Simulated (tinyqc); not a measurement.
What each parameter does: Landau levels of bilayer graphene.

Four-band model without bias: with w = sqrt(2) hv/l, E_N^2 = [g1^2 + (2N - 1) w^2 - sqrt(g1^4 + 2 (2N - 1) g1^2 w^2 + w^4)]/2 for N >= 2, and E = 0 for N = 0, 1. The two-band limit is hbar wc sqrt(N (N - 1)) with hbar wc = w^2/g1. Each level is fourfold; of the eight zero-energy states half belong to the electrons.

In a field B along z: l = 1/sqrt((e/hbar) B) is the magnetic length, n_B = B/(h/e) the number of states per area in one level, hbar wc = 2 muB B/m for mass m in m0; 1/angstrom^2 = 1e16/cm^2.

The zero level takes 4 n_B electrons and each higher level 4 n_B. At zero temperature and without broadening EF sits in the partly filled level.

Constants: e/hbar = 1.519267448e-05 1/(T angstrom^2); h/e = 413566.7697 T angstrom^2; muB = 5.788381798e-05 eV/T.

Parameters, chosen for this exercise (near those of bilayer graphene; not measured data):
- hv = 6.38 eV angstrom (hbar v)
- g1 = 0.377 eV (interlayer hopping)
- B = 6.3 T (magnetic field)
- n = 7.9 x 1e11/cm^2 (electron sheet density)

The second and third levels from below, nu = n/n_B, and EF.

One parameter was then changed.

Results before and after:

| case | second level (meV) | third level (meV) | nu | EF (meV) |
|---|---|---|---|---|
| base | 27.15 | 45.11 | 5.19 | 27.15 |
| changed | 32.15 | 53.10 | 4.32 | 32.15 |

Which of these changes was made? (a) hv = 7.66 eV angstrom; (b) B = 7.56 T; (c) g1 = 0.32 eV; (d) n = 6.71 x 1e11/cm^2.

Answer: (b) B = 7.56 T. Of the candidates, run in turn, only this one gives the changed row.

All candidates:

| case | second level (meV) | third level (meV) | nu | EF (meV) |
|---|---|---|---|---|
| base | 27.15 | 45.11 | 5.19 | 27.15 |
| B = 7.56 T | 32.15 | 53.10 | 4.32 | 32.15 |
| hv = 7.66 eV angstrom | 38.04 | 62.40 | 5.19 | 38.04 |
| g1 = 0.32 eV | 31.19 | 51.24 | 5.19 | 31.19 |
| n = 6.71 x 1e11/cm^2 | 27.15 | 45.11 | 4.40 | 27.15 |

Computed by tinyqc, a small Python program: `OMP_NUM_THREADS=1 python tinyqc.py 1281666 1281667 out.jsonl` (the numbers bound the seed that draws the inputs); one thread of a shared host (Intel(R) Xeon(R) Processor @ 2.30GHz), about 0.02 s for the whole set of steps.
